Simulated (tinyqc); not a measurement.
Band-to-band tunnelling across a p-n junction in a two-band chain, step by step. Values are carried at full precision from step to step, so a last printed digit may differ when a step is redone from the rounded ones.

Sites alternate A at -Eg/2 and C at +Eg/2 with hopping -t; near the edges, with k counted from the zone boundary pi/a, E^2 = (Eg/2)^2 + (t a k)^2, so t = sqrt(c Eg/m)/a gives the mass m, c = hbar^2/2m0. In the gap cosh(q a) = 1 + (Eg^2/4 - e^2)/(2 t^2), e the energy from the local mid-gap. The potential is V0 = Eg + ov on the p side (left), 0 on the n side, and falls linearly over the 2N sites of the junction, V_j = V0 (1 - j/(2N + 1)), j = 1 to 2N, site 1 being A. E = Eg/2 + x ov. A half chain that ends on a site of level e1 with neighbour e2 has g = (1 + z)/(E - e1), z = exp(-/+ i k a) the root with Im g < 0, cos(k a) = (E - e1)(E - e2)/(2 t^2) - 1. S_L = t^2 g (ending on C, shifted by V0), S_R = t^2 g (starting on A). T = 4 Im(S_L) Im(S_R) |G_(1,2N)|^2.

Constants: hbar^2/2m0 = 3.80998211 eV angstrom^2.

Parameters, chosen for this exercise (gap and mass near those of InAs; the results hold for these values, not for the real material):
- Eg = 0.356 eV (gap)
- m = 0.0241 m0 (mass of electron and light hole)
- a = 6 angstrom (period (two sites))
- ov = 0.11 eV (overlap: top of the valence band on the p side above the conduction edge on the n side)
- N = 4 (periods in the small junction)
- x = 0.25 (energy above the n-side conduction edge, as a share of ov)

## Hopping, field and tunnelling length

Form t, V0, E, the field F = V0/((2N + 1) a/2) (1 V/angstrom = 100 MV/cm) and the length Eg/F over which E lies in the gap.

t = 1.2503 eV
V0 = 0.4660 eV
E = 0.2055 eV
F = 1.726 MV/cm
tunnelling length = 20.63 angstrom

So short a junction keeps the matrix small; its field is of the size of the 1 to 3 MV/cm of tunnel diodes.

## Self-energies of the two sides

Form cos(k a) and S for each side.

cos(k a): left -0.988430, right -0.996627

S_L, S_R (eV): -0.04125-0.54077i  0.01375-0.33454i

## Recursive Green function

g_1 = 1/(E - e_1 - S_L); g_j = 1/(E - e_j - t^2 g_(j-1)), with S_R also subtracted at the last site; G_1j = G_1(j-1) (-t) g_j, G_11 = g_1; e_j is the site level plus V_j. The self-energies stand in the order S_L, S_R.

Sweep:
```
j  e_j (eV)       g_j (1/eV)      G_1j (1/eV)
1    0.2362   0.0360-1.8485i   0.0360-1.8485i
2    0.5404  -0.0460-0.3398i   0.7875-0.0910i
3    0.1327   0.4775-1.7523i  -0.2707+1.7797i
4    0.4369  -0.1156-0.3238i  -0.7596+0.1476i
5    0.0291   0.9305-1.3192i   0.6403-1.4246i
6    0.3333  -0.2342-0.3052i   0.7311-0.1728i
7   -0.0744   1.0016-0.7397i  -0.7558+0.8925i
8    0.2298  -0.3345-0.3109i  -0.6630+0.0795i
```

T = 0.3227

## WKB for the same field

T = exp(-2 I/F), I = integral of q de across the gap. Continuum: q = sqrt(Eg^2/4 - e^2)/(t a), I = pi Eg^2/(8 t a). Lattice: q from the cosh formula, 12 Gauss-Legendre points in u with e = (Eg/2) sin(u), u from -pi/2 to pi/2. F in V/angstrom is the value in MV/cm over 100.

I (eV/angstrom): continuum 0.006634, lattice 0.006630

T by WKB: continuum 0.4636, lattice 0.4638

The chain gives 0.3227, 0.696 times the lattice WKB value; the exponent is only 0.77, and reflections at the two kinks of the potential count.

## Checks

- G_(1,2N) from the sweep against inversion of the whole matrix (size): both 0.66778.

tinyqc: `OMP_NUM_THREADS=1 python tinyqc.py 1480147 1480148 out.jsonl`; about 0.01 s, one thread, shared Intel(R) Xeon(R) Processor @ 2.30GHz.
